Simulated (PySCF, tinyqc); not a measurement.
Worked calculation: RHF in the sto-3g basis, for H6, spin multiplicity 1. The lowest restricted solution is unstable here: a spin-polarised one lies 0.1648 hartree lower (PySCF). Computed by tinyqc, a small Python program that keeps every step (integrals from PySCF). Settings: charge = 0, multiplicity = 1, basis = sto-3g, energy threshold = 1e-10, iteration cap = 72, orthogonalisation = symmetric, start = core, DIIS depth = 8, DIIS from iteration = 3, method = RHF. Command: `OMP_NUM_THREADS=1 python tinyqc.py 21164 21165 out.jsonl` (the two numbers bound the seeds that draw the settings). One thread of a shared host (Intel(R) Xeon(R) Processor @ 2.60GHz), about 0.07 s of CPU time with the checks. Later iterations appear only in the table of the cycle.

## One-electron integrals

Geometry (angstrom):
```
atom        x        y        z
H     0.00000  0.00000  0.00000
H     0.00000  0.00000  1.39600
H     0.00000  0.00000  2.43900
H     0.00000  0.00000  3.83500
H     0.00000  0.00000  4.87800
H     0.00000  0.00000  6.27400
```

Basis sto-3g: exponents (1/bohr^2) and contraction coefficients of normalised primitives:
```
element  l (shell)  exponent  coefficient
H            s (1)   3.42525      0.15433
H            s (1)   0.62391      0.53533
H            s (1)   0.16886      0.44463
```

Overlap, kinetic and nuclear-attraction integrals over the contracted functions; the nuclear repulsion is the sum of Za Zb / Rab.

nuclear repulsion = 3.7490379 hartree

overlap S, lower triangle:
```
         1H 1s    2H 1s    3H 1s    4H 1s    5H 1s    6H 1s
1H 1s  1.00000
2H 1s  0.29735  1.00000
3H 1s  0.05547  0.47151  1.00000
4H 1s  0.00268  0.05547  0.29735  1.00000
5H 1s  0.00016  0.00627  0.05547  0.47151  1.00000
6H 1s  0.00000  0.00016  0.00268  0.05547  0.29735  1.00000
```

kinetic energy T (hartree), lower triangle:
```
          1H 1s     2H 1s     3H 1s     4H 1s    5H 1s    6H 1s
1H 1s   0.76003
2H 1s   0.02022   0.76003
3H 1s  -0.01099   0.09613   0.76003
4H 1s  -0.00166  -0.01099   0.02022   0.76003
5H 1s  -0.00016  -0.00319  -0.01099   0.09613  0.76003
6H 1s   0.00000  -0.00016  -0.00166  -0.01099  0.02022  0.76003
```

nuclear attraction V (hartree), lower triangle:
```
          1H 1s     2H 1s     3H 1s     4H 1s     5H 1s     6H 1s
1H 1s  -2.15107
2H 1s  -0.61101  -2.57491
3H 1s  -0.11493  -1.14540  -2.66939
4H 1s  -0.00552  -0.12266  -0.68863  -2.66939
5H 1s  -0.00032  -0.01328  -0.12266  -1.14540  -2.57491
6H 1s   0.00000  -0.00032  -0.00552  -0.11493  -0.61101  -2.15107
```

core Hamiltonian H = T + V (hartree), lower triangle:
```
          1H 1s     2H 1s     3H 1s     4H 1s     5H 1s     6H 1s
1H 1s  -1.39104
2H 1s  -0.59079  -1.81488
3H 1s  -0.12593  -1.04927  -1.90936
4H 1s  -0.00718  -0.13365  -0.66841  -1.90936
5H 1s  -0.00048  -0.01647  -0.13365  -1.04927  -1.81488
6H 1s  -0.00001  -0.00048  -0.00718  -0.12593  -0.59079  -1.39104
```

## Two-electron integrals

Functions are numbered as in S; the eight-fold symmetry (ij|kl) = (ji|kl) = (kl|ij) leaves the list below.

Two-electron integrals (ij|kl) in chemists' order, unique and non-zero (hartree):
```
(11|11) 0.77461    (21|11) 0.16429    (21|21) 0.05138    (22|11) 0.36848
(22|21) 0.16429    (22|22) 0.77461    (31|11) 0.02317    (31|21) 0.00821
(31|22) 0.03113    (31|31) 0.00149    (32|11) 0.13105    (32|21) 0.05780
(32|22) 0.28989    (32|31) 0.01282    (32|32) 0.14085    (33|11) 0.21683
(33|21) 0.09160    (33|22) 0.46426    (33|31) 0.02317    (33|32) 0.28989
(33|33) 0.77461    (41|11) 0.00076    (41|21) 0.00031    (41|22) 0.00136
(41|31) 0.00006    (41|32) 0.00065    (41|33) 0.00136    (41|41) 3.24e-06
(42|11) 0.01159    (42|21) 0.00480    (42|22) 0.02317    (42|31) 0.00112
(42|32) 0.01282    (42|33) 0.03113    (42|41) 0.00006    (42|42) 0.00149
(43|11) 0.05065    (43|21) 0.01978    (43|22) 0.09160    (43|31) 0.00480
(43|32) 0.05780    (43|33) 0.16429    (43|41) 0.00031    (43|42) 0.00821
(43|43) 0.05138    (44|11) 0.13799    (44|21) 0.05065    (44|22) 0.21683
(44|31) 0.01159    (44|32) 0.13105    (44|33) 0.36848    (44|41) 0.00076
(44|42) 0.02317    (44|43) 0.16429    (44|44) 0.77461    (51|11) 3.41e-05
(51|21) 1.40e-05   (51|22) 0.00007    (51|31) 3.21e-06   (51|32) 3.60e-05
(51|33) 0.00009    (51|41) 1.81e-07   (51|42) 4.03e-06   (51|43) 2.12e-05
(51|44) 0.00006    (51|51) 1.11e-08   (52|11) 0.00108    (52|21) 0.00042
(52|22) 0.00196    (52|31) 0.00010    (52|32) 0.00116    (52|33) 0.00306
(52|41) 6.13e-06   (52|42) 0.00016    (52|43) 0.00094    (52|44) 0.00306
(52|51) 4.10e-07   (52|52) 1.78e-05   (53|11) 0.00816    (53|21) 0.00306
(53|22) 0.01350    (53|31) 0.00072    (53|32) 0.00828    (53|33) 0.02317
(53|41) 4.57e-05   (53|42) 0.00126    (53|43) 0.00821    (53|44) 0.03113
(53|51) 3.21e-06   (53|52) 0.00016    (53|53) 0.00149    (54|11) 0.05744
(54|21) 0.02051    (54|22) 0.08479    (54|31) 0.00454    (54|32) 0.04905
(54|33) 0.13105    (54|41) 0.00028    (54|42) 0.00828    (54|43) 0.05780
(54|44) 0.28989    (54|51) 2.03e-05   (54|52) 0.00116    (54|53) 0.01282
(54|54) 0.14085    (55|11) 0.10848    (55|21) 0.03785    (55|22) 0.15197
(55|31) 0.00816    (55|32) 0.08479    (55|33) 0.21683    (55|41) 0.00049
(55|42) 0.01350    (55|43) 0.09160    (55|44) 0.46426    (55|51) 3.41e-05
(55|52) 0.00196    (55|53) 0.02317    (55|54) 0.28989    (55|55) 0.77461
(61|11) 2.35e-07   (61|21) 9.07e-08   (61|22) 4.12e-07   (61|31) 2.15e-08
(61|32) 2.49e-07   (61|33) 6.73e-07   (61|42) 3.46e-08   (61|43) 2.10e-07
(61|44) 6.73e-07   (61|53) 3.46e-08   (61|54) 2.49e-07   (61|55) 4.12e-07
(62|11) 2.16e-05   (62|21) 7.95e-06   (62|22) 3.41e-05   (62|31) 1.82e-06
(62|32) 2.03e-05   (62|33) 0.00006    (62|41) 1.15e-07   (62|42) 3.21e-06
(62|43) 2.12e-05   (62|44) 0.00009    (62|51) 8.11e-09   (62|52) 4.10e-07
(62|53) 4.03e-06   (62|54) 3.60e-05   (62|55) 0.00007    (62|62) 1.11e-08
(63|11) 0.00033    (63|21) 0.00012    (63|22) 0.00049    (63|31) 2.62e-05
(63|32) 0.00028    (63|33) 0.00076    (63|41) 1.63e-06   (63|42) 4.57e-05
(63|43) 0.00031    (63|44) 0.00136    (63|51) 1.15e-07   (63|52) 6.13e-06
(63|53) 0.00006    (63|54) 0.00065    (63|55) 0.00136    (63|62) 1.81e-07
(63|63) 3.24e-06   (64|11) 0.00586    (64|21) 0.00204    (64|22) 0.00816
(64|31) 0.00044    (64|32) 0.00454    (64|33) 0.01159    (64|41) 2.62e-05
(64|42) 0.00072    (64|43) 0.00480    (64|44) 0.02317    (64|51) 1.82e-06
(64|52) 0.00010    (64|53) 0.00112    (64|54) 0.01282    (64|55) 0.03113
(64|61) 2.15e-08   (64|62) 3.21e-06   (64|63) 0.00006    (64|64) 0.00149
(65|11) 0.02831    (65|21) 0.00967    (65|22) 0.03785    (65|31) 0.00204
(65|32) 0.02051    (65|33) 0.05065    (65|41) 0.00012    (65|42) 0.00306
(65|43) 0.01978    (65|44) 0.09160    (65|51) 7.95e-06   (65|52) 0.00042
(65|53) 0.00480    (65|54) 0.05780    (65|55) 0.16429    (65|61) 9.07e-08
(65|62) 1.40e-05   (65|63) 0.00031    (65|64) 0.00821    (65|65) 0.05138
(66|11) 0.08434    (66|21) 0.02831    (66|22) 0.10848    (66|31) 0.00586
(66|32) 0.05744    (66|33) 0.13799    (66|41) 0.00033    (66|42) 0.00816
(66|43) 0.05065    (66|44) 0.21683    (66|51) 2.16e-05   (66|52) 0.00108
(66|53) 0.01159    (66|54) 0.13105    (66|55) 0.36848    (66|61) 2.35e-07
(66|62) 3.41e-05   (66|63) 0.00076    (66|64) 0.02317    (66|65) 0.16429
(66|66) 0.77461
```

## Orthogonalisation

S = U s U^T; symmetric (Loewdin) form X = U s^(-1/2) U^T, so that X^T S X = 1.

eigenvalues of S: 0.37674  0.51349  0.86208  1.02168  1.45757  1.76844

X, lower triangle:
```
          1H 1s     2H 1s     3H 1s     4H 1s     5H 1s    6H 1s
1H 1s   1.03797
2H 1s  -0.17315   1.14737
3H 1s   0.03464  -0.29764   1.15035
4H 1s  -0.00398   0.03843  -0.19062   1.15035
5H 1s   0.00088  -0.00814   0.03843  -0.29764   1.14737
6H 1s  -0.00010   0.00088  -0.00398   0.03464  -0.17315  1.03797
```

## Starting guess

The start is the orbitals of the core Hamiltonian; D = 2 C_occ C_occ^T.

D at the start, lower triangle:
```
          1H 1s     2H 1s     3H 1s     4H 1s    5H 1s    6H 1s
1H 1s   0.10128
2H 1s   0.31347   1.33006
3H 1s  -0.17507   0.04324   1.29076
4H 1s  -0.22557  -0.73397   0.50162   1.29076
5H 1s   0.26373   0.56459  -0.73397   0.04324  1.33006
6H 1s   0.09805   0.26373  -0.22557  -0.17507  0.31347  0.10128
```

## Iteration 1: building the Fock matrix

J_ij = sum D_kl (ij|kl), K_ij = sum D_kl (ik|jl); F = H + J - 0.5 K; E = tr D H + tr D J / 2 - 0.25 tr D K + E_nn.

Coulomb J (hartree), lower triangle:
```
         1H 1s    2H 1s    3H 1s    4H 1s    5H 1s    6H 1s
1H 1s  1.32883
2H 1s  0.52203  2.34471
3H 1s  0.10951  1.14814  2.61836
4H 1s  0.00578  0.13130  0.73774  2.61836
5H 1s  0.00035  0.01448  0.13130  1.14814  2.34471
6H 1s  0.00000  0.00035  0.00578  0.10951  0.52203  1.32883
```

exchange K (hartree), lower triangle:
```
          1H 1s    2H 1s     3H 1s    4H 1s    5H 1s    6H 1s
1H 1s   0.24362
2H 1s   0.35702  1.30450
3H 1s   0.09951  0.77135   1.33461
4H 1s  -0.02855  0.05634   0.49657  1.33461
5H 1s   0.02410  0.02510   0.05634  0.77135  1.30450
6H 1s   0.02324  0.02410  -0.02855  0.09951  0.35702  0.24362
```

Fock matrix F (hartree), lower triangle:
```
          1H 1s     2H 1s     3H 1s     4H 1s     5H 1s     6H 1s
1H 1s  -0.18402
2H 1s  -0.24727  -0.12242
3H 1s  -0.06617  -0.28681   0.04170
4H 1s   0.01288  -0.03052  -0.17895   0.04170
5H 1s  -0.01218  -0.01454  -0.03052  -0.28681  -0.12242
6H 1s  -0.01162  -0.01218   0.01288  -0.06617  -0.24727  -0.18402
```

total energy of this density = -2.1835472 hartree

## Iteration 1: diagonalisation and new density

Diagonalise F' = X^T F X, C = X C', fill 3 alpha and 3 beta electrons from the bottom; D = 2 C_occ C_occ^T. Each column has its largest component positive (the first on a tie).

F' = X^T F X (hartree), lower triangle:
```
          1         2         3         4         5         6
1  -0.11443
2  -0.24980   0.12586
3   0.04571  -0.39564   0.31815
4   0.01093   0.09157  -0.29509   0.31815
5  -0.01235  -0.03415   0.09157  -0.39564   0.12586
6  -0.00777  -0.01235   0.01093   0.04571  -0.24980  -0.11443
```

orbital energies (hartree): MO1 -0.35797, MO2 -0.32049, MO3 -0.11027, MO4 0.03907, MO5 0.46082, MO6 0.94802

coefficients C:
```
           MO1       MO2       MO3       MO4       MO5       MO6
1H 1s  0.38739   0.42713   0.50654   0.57588  -0.38371   0.20150
2H 1s  0.37191   0.37943  -0.10129  -0.39153   0.74080  -0.66479
3H 1s  0.18475   0.16416  -0.43271  -0.31053  -0.52271   0.91265
4H 1s  0.18475  -0.16416  -0.43271   0.31053  -0.52271  -0.91265
5H 1s  0.37191  -0.37943  -0.10129   0.39153   0.74080   0.66479
6H 1s  0.38739  -0.42713   0.50654  -0.57588  -0.38371  -0.20150
```

D after iteration 1, lower triangle:
```
          1H 1s     2H 1s     3H 1s     4H 1s    5H 1s    6H 1s
1H 1s   1.17819
2H 1s   0.50966   0.58508
3H 1s  -0.15500   0.34965   0.49664
4H 1s  -0.43547   0.10051   0.38886   0.49664
5H 1s  -0.13861   0.00922   0.10051   0.34965  0.58508
6H 1s   0.44842  -0.13861  -0.43547  -0.15500  0.50966  1.17819
```

## Iteration 2: building the Fock matrix

As before.

Coulomb J (hartree), lower triangle:
```
         1H 1s    2H 1s    3H 1s    4H 1s    5H 1s    6H 1s
1H 1s  1.82883
2H 1s  0.54625  1.97523
3H 1s  0.10046  0.90598  1.94969
4H 1s  0.00474  0.10073  0.55063  1.94969
5H 1s  0.00027  0.01108  0.10073  0.90598  1.97523
6H 1s  0.00000  0.00027  0.00474  0.10046  0.54625  1.82883
```

exchange K (hartree), lower triangle:
```
          1H 1s     2H 1s     3H 1s    4H 1s    5H 1s    6H 1s
1H 1s   1.10891
2H 1s   0.51560   0.94741
3H 1s   0.12791   0.60555   0.84869
4H 1s  -0.04343   0.14998   0.42072  0.84869
5H 1s  -0.02320   0.03437   0.14998  0.60555  0.94741
6H 1s   0.02558  -0.02320  -0.04343  0.12791  0.51560  1.10891
```

Fock matrix F (hartree), lower triangle:
```
          1H 1s     2H 1s     3H 1s     4H 1s     5H 1s     6H 1s
1H 1s  -0.11666
2H 1s  -0.30234  -0.31335
3H 1s  -0.08942  -0.44607  -0.38402
4H 1s   0.01927  -0.10791  -0.32813  -0.38402
5H 1s   0.01139  -0.02257  -0.10791  -0.44607  -0.31335
6H 1s  -0.01279   0.01139   0.01927  -0.08942  -0.30234  -0.11666
```

total energy of this density = -2.7565616 hartree

## Iteration 2: diagonalisation and new density

As before.

F' = X^T F X (hartree), lower triangle:
```
          1         2         3         4         5         6
1  -0.02814
2  -0.29342  -0.03708
3   0.04256  -0.40290  -0.11716
4   0.02322   0.02604  -0.28535  -0.11716
5   0.01066  -0.01548   0.02604  -0.40290  -0.03708
6  -0.01652   0.01066   0.02322   0.04256  -0.29342  -0.02814
```

orbital energies (hartree): MO1 -0.66074, MO2 -0.48381, MO3 -0.21089, MO4 0.02917, MO5 0.37192, MO6 0.58961

coefficients C:
```
           MO1       MO2       MO3       MO4       MO5       MO6
1H 1s  0.07896   0.25998   0.54000   0.60091  -0.50602   0.35498
2H 1s  0.29706   0.44019   0.28339  -0.08554   0.72719  -0.73357
3H 1s  0.43866   0.28821  -0.35744  -0.47498  -0.41763   0.80476
4H 1s  0.43866  -0.28821  -0.35744   0.47498  -0.41763  -0.80476
5H 1s  0.29706  -0.44019   0.28339   0.08554   0.72719   0.73357
6H 1s  0.07896  -0.25998   0.54000  -0.60091  -0.50602  -0.35498
```

D after iteration 2, lower triangle:
```
          1H 1s     2H 1s     3H 1s     4H 1s    5H 1s    6H 1s
1H 1s   0.73084
2H 1s   0.58184   0.72463
3H 1s  -0.16690   0.31176   0.80650
4H 1s  -0.46661  -0.19570   0.47424   0.80650
5H 1s   0.12409  -0.05043  -0.19570   0.31176  0.72463
6H 1s   0.46048   0.12409  -0.46661  -0.16690  0.58184  0.73084
```

## Iteration 3: building the Fock matrix

As before.

Coulomb J (hartree), lower triangle:
```
         1H 1s    2H 1s    3H 1s    4H 1s    5H 1s    6H 1s
1H 1s  1.63070
2H 1s  0.53366  2.09568
3H 1s  0.10356  0.99808  2.22347
4H 1s  0.00514  0.11308  0.62835  2.22347
5H 1s  0.00030  0.01247  0.11308  0.99808  2.09568
6H 1s  0.00000  0.00030  0.00514  0.10356  0.53366  1.63070
```

exchange K (hartree), lower triangle:
```
          1H 1s     2H 1s     3H 1s    4H 1s    5H 1s    6H 1s
1H 1s   0.79236
2H 1s   0.49248   1.06447
3H 1s   0.13103   0.68962   1.08182
4H 1s  -0.04712   0.10733   0.47145  1.08182
5H 1s  -0.00383   0.00255   0.10733  0.68962  1.06447
6H 1s   0.03937  -0.00383  -0.04712  0.13103  0.49248  0.79236
```

Fock matrix F (hartree), lower triangle:
```
          1H 1s     2H 1s     3H 1s     4H 1s     5H 1s     6H 1s
1H 1s  -0.15652
2H 1s  -0.30337  -0.25143
3H 1s  -0.08788  -0.39601  -0.22680
4H 1s   0.02152  -0.07423  -0.27578  -0.22680
5H 1s   0.00174  -0.00528  -0.07423  -0.39601  -0.25143
6H 1s  -0.01969   0.00174   0.02152  -0.08788  -0.30337  -0.15652
```

total energy of this density = -2.8598869 hartree

## Iteration 3: diagonalisation and new density

As before.

F' = X^T F X (hartree), lower triangle:
```
          1         2         3         4         5         6
1  -0.06917
2  -0.29742   0.02528
3   0.04208  -0.41074   0.05061
4   0.02412   0.05427  -0.29608   0.05061
5  -0.00151  -0.00726   0.05427  -0.41074   0.02528
6  -0.02013  -0.00151   0.02412   0.04208  -0.29742  -0.06917
```

orbital energies (hartree): MO1 -0.53327, MO2 -0.44578, MO3 -0.20982, MO4 0.04733, MO5 0.42635, MO6 0.72866

coefficients C:
```
           MO1       MO2       MO3       MO4       MO5       MO6
1H 1s  0.17267   0.31007   0.55795   0.61731  -0.46126   0.27835
2H 1s  0.33936   0.43663   0.16723  -0.22017   0.74446  -0.70717
3H 1s  0.37154   0.23782  -0.39227  -0.38796  -0.45022   0.86559
4H 1s  0.37154  -0.23782  -0.39227   0.38796  -0.45022  -0.86559
5H 1s  0.33936  -0.43663   0.16723   0.22017   0.74446   0.70717
6H 1s  0.17267  -0.31007   0.55795  -0.61731  -0.46126  -0.27835
```

D after iteration 3, lower triangle:
```
          1H 1s     2H 1s     3H 1s     4H 1s    5H 1s    6H 1s
1H 1s   0.87453
2H 1s   0.57458   0.66756
3H 1s  -0.16194   0.32865   0.69694
4H 1s  -0.45691  -0.08671   0.47070   0.69694
5H 1s   0.03303  -0.09503  -0.08671   0.32865  0.66756
6H 1s   0.48996   0.03303  -0.45691  -0.16194  0.57458  0.87453
```

## Iteration 9 (converged): orbitals

converged F (hartree), lower triangle:
```
          1H 1s     2H 1s     3H 1s     4H 1s     5H 1s     6H 1s
1H 1s  -0.14775
2H 1s  -0.30583  -0.26814
3H 1s  -0.08929  -0.40889  -0.26798
4H 1s   0.02093  -0.08299  -0.29311  -0.26798
5H 1s   0.00480  -0.00654  -0.08299  -0.40889  -0.26814
6H 1s  -0.01875   0.00480   0.02093  -0.08929  -0.30583  -0.14775
```

As before.

F' = X^T F X (hartree), lower triangle:
```
          1         2         3         4         5         6
1  -0.05933
2  -0.29898   0.00911
3   0.04178  -0.40846   0.00796
4   0.02379   0.04708  -0.29788   0.00796
5   0.00186  -0.00570   0.04708  -0.40846   0.00911
6  -0.02021   0.00186   0.02379   0.04178  -0.29898  -0.05933
```

orbital energies (hartree): MO1 -0.56540, MO2 -0.45800, MO3 -0.21431, MO4 0.04668, MO5 0.41367, MO6 0.69285

coefficients C:
```
           MO1       MO2       MO3       MO4       MO5       MO6
1H 1s  0.14351   0.29798   0.55692   0.61528  -0.47237   0.29550
2H 1s  0.32538   0.44058   0.20179  -0.19172   0.74214  -0.71298
3H 1s  0.39544   0.24578  -0.38014  -0.40720  -0.44014   0.85446
4H 1s  0.39544  -0.24578  -0.38014   0.40720  -0.44014  -0.85446
5H 1s  0.32538  -0.44058   0.20179   0.19172   0.74214   0.71298
6H 1s  0.14351  -0.29798   0.55692  -0.61528  -0.47237  -0.29550
```

D after iteration 9, lower triangle:
```
          1H 1s     2H 1s     3H 1s     4H 1s    5H 1s    6H 1s
1H 1s   0.83908
2H 1s   0.58071   0.68140
3H 1s  -0.16344   0.32050   0.72258
4H 1s  -0.45638  -0.11265   0.48095   0.72258
5H 1s   0.05558  -0.09505  -0.11265   0.32050  0.68140
6H 1s   0.48393   0.05558  -0.45638  -0.16344  0.58071  0.83908
```

## Convergence

Stop when the energy changes by less than 1e-10 hartree and every element of the error matrix X^T (F D S - S D F) X is below 3e-06.

Course of the cycle:
```
iteration  E (hartree)     change  largest element of the error matrix
1           -2.1835472          -                             3.82e-01
2           -2.7565616  -5.73e-01                             1.80e-01
3           -2.8598869  -1.03e-01                             6.45e-02
4           -2.8717731  -1.19e-02                             2.04e-02
5           -2.8730670  -1.29e-03                             1.44e-03
6           -2.8730718  -4.84e-06                             2.99e-04
7           -2.8730725  -6.43e-07                             2.66e-05
8           -2.8730725  -2.55e-09                             2.65e-07
9           -2.8730725  -2.47e-13                             2.34e-09
```

PySCF RHF in the same basis = -2.8730725 hartree

Converged in 9 iterations.

## Populations, bond orders and dipole

Mulliken: Z minus the diagonal of D S on the atom; Loewdin: the same with S^(1/2) D S^(1/2); Mayer order: 2 sum_s sum (D(s) S)_ij (D(s) S)_ji over the two atoms.

Charges (e):
```
atom  Mulliken   Loewdin
1H    -0.00148  -0.00744
2H     0.00164   0.00709
3H    -0.00016   0.00035
4H    -0.00016   0.00035
5H     0.00164   0.00709
6H    -0.00148  -0.00744
```

Mayer bond orders:
```
pair     order
2-1    0.58318
3-1   -0.00069
3-2    0.40569
4-1    0.19254
4-2   -0.00040
4-3    0.40286
5-1   -0.00046
5-2    0.01199
5-3   -0.00040
5-4    0.40569
6-1    0.22543
6-2   -0.00046
6-3    0.19254
6-4   -0.00069
6-5    0.58318
```

dipole moment about the origin, x y z (debye): 0.00000  0.00000  0.00000
